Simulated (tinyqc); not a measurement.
Vacuum evaporation: vapour pressure, source flux, thickness distribution, purity and step coverage: one step, computed by the program tinyqc.

Molecular flow, unit sticking of the metal, no re-evaporation. The background gas is taken as water vapour (18.015 g/mol, collision diameter 0.37 nm) at 300 K.

Task: Scattering and purity. Mean free path lambda = k_B T_g/(sqrt2 pi d^2 p); unscattered share exp(-h/lambda); gas arrival p/sqrt(2 pi m_g k_B T_g); impurity ratio = sticking x gas arrival/metal arrival; monolayer time = 1e15 cm^-2/(sticking x gas arrival).

Inputs (values chosen for the exercise, modelled on silver, with constants for the liquid): source temperature T = 1410 K; source-to-wafer distance h = 17 cm; background pressure p = 0.0004 Pa; sticking of background gas = 0.5.

arrival rate at the centre = 2.905669e+16 1/(cm^2 s)

Constants: k_B = 1.380649e-23 J/K; u = 1.6605390666e-27 kg.

Give: mean free path; unscattered share; gas arrival rate; impurity ratio; monolayer time.

Result:

mean free path = 17.02 m

unscattered share = 0.9901

gas arrival rate = 1.434e+15 1/(cm^2 s)

impurity ratio = 0.02467

monolayer time = 1.395 s
